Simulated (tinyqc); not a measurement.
Binding against well width: donor or exciton in a quantum well (variational effective-mass method). Computed by tinyqc, a small Python program. Command: `OMP_NUM_THREADS=1 python tinyqc.py 3023637 3023638 out.jsonl welldonor walk`. One thread of a shared host (Intel(R) Xeon(R) Processor @ 2.30GHz), about 0.2 s of CPU time with the checks.

H = -nabla^2 - 2/|r - r_i| + V(z) in effective units; trial function psi = f(z) exp(-|r - r_i|/lambda), f the ground state of the well. Mass and screening are the same in well and barrier; l = L/a* is the width in effective units. Bands are flat: no polarisation or applied field.

Inputs (values chosen for the exercise, modelled on GaN): electron mass m = 0.207 m_0; dielectric constant eps = 9.35; well width L = 2.5 nm; donor position z_i/L from the centre = 0.1; barrier height V_0 = 0.38 eV.

Centre: donor. Barriers: finite.

Constants: Ry = 13.605693123 eV; a_0 = 0.529177210903 angstrom.

Method:
- Ry* = Ry m/eps^2, a* = a_0 eps/m; l = L/a*.
- k solves k tan(k l/2) = sqrt(v - k^2), v = V_0/Ry*, 0 < k l/2 < pi/2 (bisection); f = cos(k z) inside and cos(k l/2) exp(-kappa (|z| - l/2)) outside, kappa = sqrt(v - k^2); subband energy k^2 Ry*.
- Binding E_b(lambda) = -1/lambda^2 + 4 A/(lambda B), with A = int f^2 exp(-2 s/lambda) dz, B = int f^2 exp(-2 s/lambda)(1 + 2 s/lambda) dz and s = |z - z_i|; 40 Gauss-Legendre points on each piece between the walls at z = -l/2 and l/2 and z_i, and out to 12/(kappa + 1/lambda) beyond the walls.
- Each row maximises over lambda (golden section, 0.3 to 4).

a* = 2.39024 nm

Ry* = 32.2157 meV

Against width:
```
L (nm)  lambda (a*)  binding (Ry*)  binding (meV)
0.75         0.8802         1.8644         60.062
1.40         0.8759         1.9445         62.642
2.50         0.9192         1.8259         58.822
4.50         0.9899         1.5926         51.305
8.00         1.0465         1.3535         43.604
```

What does the comparison show, and why?

The binding peaks at 1.944 Ry* near L = 1.4 nm: in narrower wells the envelope leaks into the barriers and returns towards three dimensions. In the widest well it is 1.353 Ry*. Rows under about 2 nm are a few atomic layers, where the envelope model is only a guide.

Extremes, crossings and ranges named in words are read from the listed rows.
